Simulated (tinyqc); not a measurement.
# Permittivity and interface capacitance from two thicknesses

Question. 1/C = t/(eps0 ek) + 2/ci for planar capacitors that differ only in thickness. Find ek, ci and the EOT of the interfaces, 2 x 3.9 eps0/ci.

Constants: eps0 = 8.8541878128e-14 F/cm where lengths are in cm. Results are converted to the units shown.

C at t = 6 and 18 nm (uF/cm^2): 12.011658  4.0690542

Answer. 1/C is a straight line in t: the slope gives ek and the intercept 2/ci. A single thickness would give only the effective permittivity; when the interfaces are a small part of 1/C, ci needs very accurate data.

ek = 83.4
ci = 1.00e3 uF/cm^2
EOT of the interfaces = 0.00691 nm

Program tinyqc, `OMP_NUM_THREADS=1 python tinyqc.py 2102105 2102106 out.jsonl`; Intel Xeon 2.30GHz, shared host, one thread, about 0.01 s.
